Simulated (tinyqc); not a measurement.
Read current of a NAND string, cells in series solved by shooting: one step of the calculation.

Cells in series, numbered from 0 at the source line (0 V) to the bit line, each followed by a gap resistance Rg. A cell with gate Vg, threshold VT, source Vs and drain Vd passes I = 2 nf K Vt^2 [F(Vs) - F(Vd)]/(1 + th max(Vg - VT, 0)), F(V) = ln^2(1 + exp((Vg - VT - nf V)/(2 nf Vt))). The selected cell has Vg = Vr, the others Vg = Vp.

Task. Node voltages for a trial current. For a trial current I start at 0 V and, cell by cell (the selected one is cell 0), solve for the drain: sqrt(F(Vd)) = sqrt(F(Vs) - I/k), k = 2 nf K Vt^2/(1 + th max(Vg - VT, 0)), Vd = [Vg - VT - 2 nf Vt ln(exp(sqrt F) - 1)]/nf, then add I Rg.

Parameters, values chosen for the exercise; values of the order met in vertical NAND strings:
```
symbol  value    unit                                 meaning
T         300       K                             temperature
K         5.9  uA/V^2                   gain factor of a cell
nf        1.5                                    slope factor
th       0.08     1/V               mobility reduction factor
Rg        1.6    kohm     resistance of the gap between cells
Vbl       0.3       V                        bit-line voltage
Vp        6.2       V                            pass voltage
Vr       3.36       V  read voltage on the selected word line
```

Constants: q = 1.602176634e-19 C, kB = 1.380649e-23 J/K, Vt = kB T/q. Results are converted to the units shown.

first trial current = 0.56 uA
thresholds from the source end, cell 0 to 4 (V): 2.2  4.4  -1.8  -1.8  -1.8

Give: node voltage after each cell and gap, trial 1.

Result.

node voltage after each cell and gap, trial 1, cell 0 to 4 (V): 0.09618  0.1647  0.1857  0.2068  0.2280

Program tinyqc, `OMP_NUM_THREADS=1 python tinyqc.py 2142059 2142060 out.jsonl`; Intel Xeon 2.30GHz, shared host, one thread, about 0.3 s.
